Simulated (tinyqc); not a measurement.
From results back to parameters: Koster-Slater impurity in an sp3s* host.

Problem. In the Koster-Slater model a defect shifts the s level of its site by Vs and the p levels by Vp; an A1 level solves 1/Vs = G_s(E) and a T2 level 1/Vp = G_p(E), E from the top of the valence band. A defect has an A1 level at E = 0.8566 eV, one of the energies of the table, and a T2 level at 0.2855 eV.

G(E) of the host (1/eV):

| E (eV) | G_s | G_p |
|---|---|---|
| 0.0000 | -0.0727858 | 0.1001951 |
| 0.1428 | -0.0854579 | 0.0632031 |
| 0.2855 | -0.0999616 | 0.0359750 |
| 0.4283 | -0.1169839 | 0.0116790 |
| 0.5711 | -0.1375808 | -0.0122704 |
| 0.7138 | -0.1635351 | -0.0379426 |
| 0.8566 | -0.1982754 | -0.0682568 |
| 0.9994 | -0.2500811 | -0.1098205 |
| 1.1421 | -0.3566697 | -0.1961003 |

Find: Vs, Vp.

Solution. Read G_s and G_p at the two energies and invert them. Vs is attractive and pulls its level down from the conduction bands. Vp is repulsive and pushes its level up from the valence bands.

Vs, Vp (eV): -5.0  27.8

Program tinyqc; command `OMP_NUM_THREADS=1 python tinyqc.py 1482754 1482755 out.jsonl`; about 0.01 s on one thread of a shared Intel(R) Xeon(R) Processor @ 2.30GHz.
